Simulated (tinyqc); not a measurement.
Compensation sets the slope of the freeze-out: donors with valley-orbit split 1s states.

Each donor binds at most one electron, in any of its states. For a site s, W_s = sum over its states of g exp(E/kT), and the ionised share is 1/(1 + W_s exp(eta)), eta = (EF - Ec)/kT; n = Nc F_1/2(eta); neutrality n + NA = ND x (mean ionised share); holes are neglected. Nc from N = 2 (m kB T/(4 pi c))^(3/2) with c = hbar^2/2m0, in 1/angstrom^3; times 1e24 for 1/cm^3, m = md. F_j(eta) = (1/Gamma(j + 1)) integral_0^infinity x^j dx/(1 + exp(x - eta)), which tends to exp(eta) for eta << 0.

Constants: hbar^2/2m0 = 3.80998211 eV angstrom^2; kB = 8.617333262e-05 eV/K.

Values chosen for the exercise (near those of P in Si; the results hold for these values, not for the real material): md = 1.086 m0 (density-of-states mass of the conduction band); E = (46.9, 35.1, 34.1) meV (binding energies of 1s(A1), 1s(T2), 1s(E)); g = (2, 6, 4) (their degeneracies with spin); ND = 1.9e+15 1/cm^3 (donors).

NA = K ND. The slope energy is -d ln(n T^(-p))/d(1/kT) between 30 and 36 K, with p = 3/4 for K = 0 and p = 3/2 otherwise.

Results:
```
K       n(30 K) (1/cm^3)  n(36 K) (1/cm^3)  slope energy (meV)
0               3.28e+12          1.66e+13               23.01
0.0010          2.47e+12          1.57e+13               24.43
0.010           5.46e+11          9.56e+12               40.16
0.050           1.08e+11          2.69e+12               45.68
0.20            2.27e+10          5.83e+11               46.09
0.50            5.68e+09          1.46e+11               46.12
```

Without acceptors the slope is 23.01 meV, against half the ground-state energy, 23.45; with K = 0.05 it is 45.68 meV, against the full 46.9. The full energy (less a few meV where excited levels lie within a few kT) shows where n is far below NA, since the acceptors then hold EF near the donor level: n(36 K)/NA is 8.2 for K = 0.001 and 0.028 for K = 0.05; for K = 0.001 the sample is still in or near the uncompensated regime, where p = 3/2 is the wrong power, so that slope means little.

(tinyqc, `OMP_NUM_THREADS=1 python tinyqc.py 1650416 1650417 out.jsonl`, Intel(R) Xeon(R) Processor @ 2.30GHz, 1 thread, shared host, about 0.01 s.)
